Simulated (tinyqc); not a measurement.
# Worked calculation: van der Pauw, Hall and four-point-probe measurements on a doped layer

Program tinyqc, `OMP_NUM_THREADS=1 python tinyqc.py 2850213 2850214 out.jsonl`; Intel Xeon 2.30GHz, shared host, one thread, about 0.01 s. Printed values are rounded.

A uniform n-type layer with sheet resistance Rs = 1/(q ns mu), point contacts, low field (mu B small).

Parameters, values chosen for the exercise:
- ns = 7.3e14 cm^-2 (sheet density of the layer)
- mu = 55 cm^2/(V s) (drift mobility)
- rH = 0.8 (Hall factor)
- B = 0.55 T (magnetic field)
- I = 1000 uA (current)
- ar = 1.67 (side ratio a/b of a rectangular sample with corner contacts)
- t = 140 nm (thickness of the layer)

Constants: q = 1.602176634e-19 C. Results are converted to the units shown.

## Resistances and Hall voltage

Rs = 1/(q ns mu). For a rectangle with contacts at the corners, RA = (8 Rs/pi) sum_(k>=0) ln coth((2k + 1) pi a/(2 b)) with current along a short side b and voltage along the opposite one, RB the same with a and b exchanged; Hall voltage VH = rH B I/(q ns), negative for electrons.

Rs = 155.4548 ohm/square
RA = 4.169478 ohm
RB = 124.4823 ohm
VH = -0.3762005 mV

RB/RA = 29.9; for a square both equal Rs ln 2/pi = 34.3 ohm.

## Starting value

z = 2 ln 2/(pi (RA + RB)), exact for RA = RB.

z at the start = 3.429965 mS

## Iteration 1: new z

The van der Pauw equation exp(-pi RA z) + exp(-pi RB z) = 1 is solved for z = 1/Rs: e1 = exp(-pi RA z), e2 = exp(-pi RB z), f = e1 + e2 - 1, f' = -pi (RA e1 + RB e2), z(new) = z - f/f'.

e1 = 0.9560659
e2 = 0.2614883
f = 0.2175541
f' = -0.1147842 kohm
z after iteration 1 = 5.325297 mS

## Iteration 2: new z

As before.

e1 = 0.9326223
e2 = 0.1246085
f = 0.05723080
f' = -0.06094723 kohm
z after iteration 2 = 6.264319 mS

## Course of the iteration

Stop when the step is below 1e-10 mS, or after 40 iterations.

Course of the iteration:
```
iteration  z before the step (mS)  step (mS)
1                        3.429965       1.90
2                        5.325297      0.939
3                        6.264319      0.164
4                        6.428693    4.04e-3
5                        6.432737    2.35e-6
6                        6.432739   7.94e-13
```

Converged in 6 iterations.

## Sheet density, mobility and bulk values

converged z = 6.432739 mS

Rs = 1/z; Hall sheet density B I/(q |VH|); Hall mobility |VH|/(Rs B I); true values ns = rH times the Hall density, mu = Hall mobility/rH; bulk density ns/t, resistivity Rs t; correction factor F = Rs/[(pi/ln 2)(RA + RB)/2].

Rs = 155.4548 ohm/square
Hall sheet density = 9.125e14 cm^-2
Hall mobility = 44 cm^2/(V s)
ns = 7.3e14 cm^-2
mu = 55 cm^2/(V s)
bulk density = 5.214286e19 cm^-3
resistivity = 0.002176367 ohm cm
F = 0.5332045

Taking the mean of RA and RB without F would overstate Rs by 88 %.
